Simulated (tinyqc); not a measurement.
Worked calculation: ion implantation: universal nuclear stopping, Lindhard-Scharff electronic stopping and a Gaussian range profile. Computed by tinyqc, a small Python program that keeps every step. Command: `OMP_NUM_THREADS=1 python tinyqc.py 3024365 3024366 out.jsonl implant walk`. One thread of a shared host (Intel(R) Xeon(R) Processor @ 2.30GHz), about 0.05 s of CPU time with the checks. Intermediate numbers are printed to about 6 digits and carried at full precision; extremes and crossings named in words are read from the listed rows.

An ion slows by elastic collisions with screened nuclei and by friction with electrons; channelling is ignored and the target is uniform.

Inputs (values chosen for the exercise, modelled on boron ions in silicon): ion atomic number Z1 = 5; ion mass M1 = 11 u; target atomic number Z2 = 14; target mass M2 = 28.09 u; target density N = 49.94 1/nm^3; ion energy E = 6.7 keV; scale factor of electronic stopping k = 1.3; dose Q = 4.3e+12 1/cm^2; background C_B = 1.3e+16 1/cm^3; displacement energy E_d = 15 eV; anneal budget D t = 7.2e-11 cm^2.

Follow-up: anneal.

## Stopping at the entry energy

Reduced energy eps = 32.53 M2 E/(Z1 Z2 (M1 + M2)(Z1^0.23 + Z2^0.23)), E in keV; s_n = ln(1 + 1.1383 eps)/(2 (eps + 0.01321 eps^0.21226 + 0.19593 eps^0.5)) for eps up to 30 and ln(eps)/(2 eps) above; S_n = 8.462 Z1 Z2 M1 s_n/((M1 + M2)(Z1^0.23 + Z2^0.23)) in 1e-15 eV cm^2. S_e = k 3.83 Z1^(7/6) Z2/(Z1^(2/3) + Z2^(2/3))^(3/2) sqrt(E/M1) in 1e-15 eV cm^2, E in keV. dE/dx = N (S_n + S_e); 1e-15 eV cm^2 = 0.1 eV nm^2.

reduced energy eps = 0.681543

s_n = 0.335634

S_n = 17.0416 x 1e-15 eV cm^2

S_e = 13.7831 x 1e-15 eV cm^2

energy loss dE/dx = 153.938 eV/nm

Nuclear stopping carries 55 % of the loss at entry.

## Range and straggle

Path length R = int_0^E dE'/(N (S_n + S_e)); energy lost to nuclei nu = int_0^E S_n/(S_n + S_e) dE' (both with E' = E y^3 and 64 Gauss-Legendre points in y). Estimates of Lindhard type: R_p = R/(1 + M2/(3 M1)), straggle dR_p = (2/3) R_p sqrt(M1 M2)/(M1 + M2).

path length R = 56.2480 nm

projected range R_p = 30.3844 nm

straggle dR_p = 9.10891 nm

energy lost to nuclei nu = 4.42340 keV

66 % of the energy goes to nuclei over the whole path.

## Gaussian profile

C(x) = C_p exp(-(x - R_p)^2/(2 dR_p^2)) with C_p = Q/(sqrt(2 pi) dR_p), 1 nm = 1e-7 cm; the profile falls to the background at x_j = R_p + dR_p sqrt(2 ln(C_p/C_B)); the peak atomic fraction is C_p/N.

peak concentration C_p = 1.88327e+18 1/cm^3

Depth x_j where C falls to C_B = 59.1196 nm

peak atomic fraction = 3.77106e-05

## Damage

Kinchin-Pease count with efficiency 0.8: N_d = 0.8 nu/(2 E_d), taking all of nu as damage energy (an upper estimate, as recoils also lose energy to electrons). Spread over a depth R_p + dR_p, displacements per atom = Q N_d/(N (R_p + dR_p)).

displacements per ion N_d = 117.957

displacements per atom = 0.00257170

One displacement per atom would need a dose of 1.7e15 per cm^2 if no defects annealed.

## Anneal

Far from the surface a Gaussian stays Gaussian: sigma^2 = dR_p^2 + 2 D t; peak Q/(sqrt(2 pi) sigma); x_j = R_p + sigma sqrt(2 ln(peak/C_B)).

width sigma = 120.345 nm

peak after the anneal = 1.42544e+17 1/cm^3

x_j after the anneal = 293.756 nm

x_j moves by 235 nm. Caution: the width is no longer small against R_p, so the surface reflects or loses dopant and the free Gaussian is only a guide.

## Nuclear against electronic stopping over energy

The formulas are those given above.

Stopping (1e-15 eV cm^2) and range:
```
E (keV)          eps      S_n      S_e   R (nm)      nu/E
1        1.01723e-01  16.1392    5.325    14.66  0.791611
2        2.03446e-01  17.5545    7.530    23.20  0.758021
5        5.08614e-01  17.5752   11.907    44.97  0.689565
10       1.01723e+00  15.8997   16.839    77.01  0.613195
20       2.03446e+00  13.0649   23.814   134.43  0.513294
50       5.08614e+00   8.7667   37.652   278.66  0.358899
100      1.01723e+01   5.9416   53.249   468.35  0.247628
200      2.03446e+01   3.8040   75.305   758.05  0.158117
500      5.08614e+01   1.9612  119.068  1358.65  0.079559
```

Nuclear stopping peaks near 5 keV among these rows (eps = 0.51; the universal curve peaks near 0.3). Electronic stopping overtakes it between 5 and 10 keV. The path length grows as E^0.66 at the low end and E^0.64 at the high end; constant stopping would give E^1, and stopping that rises with E, be it nuclear (below its peak) or electronic, gives a lower exponent.

Checks made by the program: range against adaptive quadrature (relative difference 2e-06).
